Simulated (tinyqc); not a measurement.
# Circular transfer-length structure: two studies

A disc contact of radius r0 and a very wide ring contact from r1 = r0 + sp outwards lie on a thin layer; the metal has no resistance and the sheet resistance under the contacts equals Rsh.

Values chosen for this exercise:
```
symbol   value      unit                                      meaning
Rsh       1700    ohm/sq  sheet resistance of the semiconductor layer
rc      4.6e-9  ohm cm^2                 specific contact resistivity
r0        0.43        um                  radius of the inner contact
sp        0.33        um                     gap between the contacts
```

Each table varies one quantity; the others keep the values above.

## Resistance against gap

Transfer length Lt = sqrt(rc/Rsh). R = (Rsh/2 pi) [(Lt/r0) I0(r0/Lt)/I1(r0/Lt) + ln(r1/r0) + (Lt/r1) K0(r1/Lt)/K1(r1/Lt)] with modified Bessel functions; for r0 >> Lt both ratios tend to 1. The last column is Rsh (sp + 2 Lt)/(2 pi r0).

Resistance against gap:

| sp (um) | R (ohm) | large-radius form (ohm) | linear form (ohm) |
|---|---|---|---|
| 0.018 | 31.41 | 31.38 | 32.03 |
| 0.03 | 38.31 | 38.27 | 39.58 |
| 0.049 | 48.89 | 48.84 | 51.53 |
| 0.081 | 65.82 | 65.76 | 71.67 |
| 0.13 | 89.86 | 89.77 | 102.5 |
| 0.22 | 129.1 | 129.0 | 159.1 |
| 0.37 | 184.0 | 183.9 | 253.5 |
| 0.61 | 253.8 | 253.6 | 404.5 |

What does the table show?

R rises from 31.4 to 254 ohm. The linear form is 2.0 % above it in the first row and 59 % above it in the last, where ln(1 + sp/r0) has bent well below sp/r0. A straight line through the end rows, read with the linear form, gives Rsh = 1010 ohm/sq and Lt = 0.0328 um, against 1700 and 0.0164. In every row Lt is below 20 nm, near the thickness of a real layer, where current spreads in depth and the line model fails.

## Effect of the inner radius

Same model as above.

Effect of the inner radius:

| r0 (um) | r0/Lt | inner contact (ohm) | rc/(pi r0^2) (ohm) | Rsh Lt/(2 pi r0) (ohm) |
|---|---|---|---|---|
| 0.0054 | 0.32828 | 5088.7 | 5021.3 | 824.19 |
| 0.012 | 0.72950 | 1083.0 | 1016.8 | 370.89 |
| 0.026 | 1.5806 | 278.14 | 216.60 | 171.18 |
| 0.057 | 3.4651 | 93.036 | 45.067 | 78.082 |
| 0.13 | 7.9029 | 36.639 | 8.6641 | 34.236 |
| 0.28 | 17.022 | 16.384 | 1.8676 | 15.895 |
| 0.61 | 37.083 | 7.3966 | 0.39350 | 7.2961 |

The inner contact goes as r0^(-1.94) between the first two rows, where it is 1.3 % above rc over the area, and as r0^(-1.02) between the last two, where it is 1.4 % above the rim form: a small disc uses its whole area, a large one only a rim of width Lt. In every row Lt is below 20 nm, near the thickness of a real layer, where current spreads in depth and the line model fails.

Program tinyqc, `OMP_NUM_THREADS=1 python tinyqc.py 2760065 2760066 out.jsonl`; Intel Xeon 2.30GHz, shared host, one thread, about 0.01 s.
